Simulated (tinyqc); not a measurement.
Shallow donor in an anisotropic valley (effective-mass theory): one step. Hydrogen-like estimates. Two cases, with inputs chosen for the exercise.

Question. Ry* = Ry m/eps^2 and a* = a0 eps/m for four choices of one mass: mt, the conductivity mass 3/(1/ml + 2/mt), the density-of-states mass (ml mt^2)^(1/3), and ml.

Constants: Ry = 13.60569312 eV; a0 (Bohr radius) = 0.5291772105 angstrom.

Case 1.

Values chosen (out of a larger set: near those of a group-V donor in Si; not measured data):
- ml = 0.917 m0 (longitudinal mass)
- mt = 0.183 m0 (transverse mass)
- eps = 11.5 (dielectric constant)

Case 2.

Values chosen (out of a larger set: near those of a group-V donor in Si; not measured data):
- ml = 0.923 m0 (longitudinal mass)
- mt = 0.195 m0 (transverse mass)
- eps = 11.5 (dielectric constant)

Give: Estimates.

Answer.

Case 1.

Estimates:
```
mass               m (m0)  Ry* (meV)  a* (angstrom)
mt                 0.1830      18.83          33.25
conductivity       0.2496      25.68          24.38
density of states  0.3132      32.22          19.43
ml                 0.9170      94.34           6.64
```

Case 2.

Estimates:
```
mass               m (m0)  Ry* (meV)  a* (angstrom)
mt                 0.1950      20.06          31.21
conductivity       0.2646      27.22          23.00
density of states  0.3274      33.68          18.59
ml                 0.9230      94.96           6.59
```

Computed by tinyqc, one run a case: `OMP_NUM_THREADS=1 python tinyqc.py N N+1 out.jsonl` with N = 1250053, 1250213; one thread of a shared Intel(R) Xeon(R) Processor @ 2.30GHz, about 0.01 s a run at most.
